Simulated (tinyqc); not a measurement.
# Semiconductor laser, carrier and photon rate equations: effect of the photon lifetime on threshold and bandwidth

Carrier density N and photon density S in one mode: dN/dt = F1 = eta I/(q V) - (A N + B N^2 + C N^3) - vg g S; dS/dt = F2 = G vg g S + G be B N^2 - S/tp, with g = g0 ln(N/Ntr)/(1 + ec S). Output power P = Fo Eph S V/(G tp). No heating, no carrier transport.

gth = 1/(G vg tp), Nth = Ntr exp(gth/g0), Ith = q V (A Nth + B Nth^2 + C Nth^3)/eta. N and S are the steady state (F1 = F2 = 0, S > 0). Jacobian, with a = g0/(N (1 + ec S)) and d = g/(1 + ec S): J11 = -(A + 2 B N + 3 C N^2) - vg a S, J12 = -vg d, J21 = G vg a S + 2 G be B N, J22 = G vg d - 1/tp. wR^2 = det J, gamma = -trace J, fR = wR/(2 pi); the response wR^2/(wR^2 - w^2 + i gamma w) falls to 1/sqrt(2) at w^2 = x + sqrt(x^2 + wR^4), x = wR^2 - gamma^2/2 (f3dB = w/(2 pi)).

Parameters, values chosen for the exercise: active volume V = 3.9e-12 cm^3; confinement factor G = 0.11; group velocity vg = 7.7e9 cm/s; gain coefficient g0 = 2000 1/cm; transparency density Ntr = 1.7e18 cm^-3; gain compression ec = 2.4e-17 cm^3; defect recombination coefficient A = 8.1e7 1/s; radiative coefficient B = 9.6e-11 cm^3/s; Auger coefficient C = 2.3e-29 cm^6/s; share of spontaneous emission into the mode be = 0.00035; injection efficiency eta = 0.87; share of cavity losses that is output Fo = 0.65; photon energy Eph = 0.95 eV; drive current I = 3.5 mA.

Constants: q = 1.602176634e-19 C. Results are converted to the units shown.

Effect of the photon lifetime on threshold and bandwidth:

| tp (ps) | Ith (mA) | P (mW) | fR (GHz) | gamma (1/ns) | f3dB (GHz) |
|---|---|---|---|---|---|
| 1.1 | 1.1580 | 1.2514 | 6.8886 | 11.842 | 10.561 |
| 1.6 | 0.80528 | 1.4424 | 8.0063 | 14.761 | 12.250 |
| 2.2 | 0.65165 | 1.5258 | 8.6240 | 17.520 | 13.151 |
| 3.1 | 0.55496 | 1.5783 | 9.0699 | 21.276 | 13.744 |
| 4.4 | 0.49506 | 1.6109 | 9.3546 | 26.407 | 14.013 |
| 6.2 | 0.45783 | 1.6311 | 9.5037 | 33.192 | 13.952 |
| 8.8 | 0.43288 | 1.6447 | 9.5452 | 42.499 | 13.493 |

As tp goes from 1.1 to 8.8 ps, Ith falls from 1.16 to 0.433 mA, fR rises from 6.89 to 9.55 GHz, gamma rises from 11.8 to 42.5 1/ns and f3dB goes from 10.6 through a maximum of 14.0 (at tp = 4.4 ps among the rows listed) to 13.5 GHz.

tinyqc, about 0.01 s, one thread, Intel Xeon 2.30GHz (shared host): `OMP_NUM_THREADS=1 python tinyqc.py 2840101 2840102 out.jsonl`
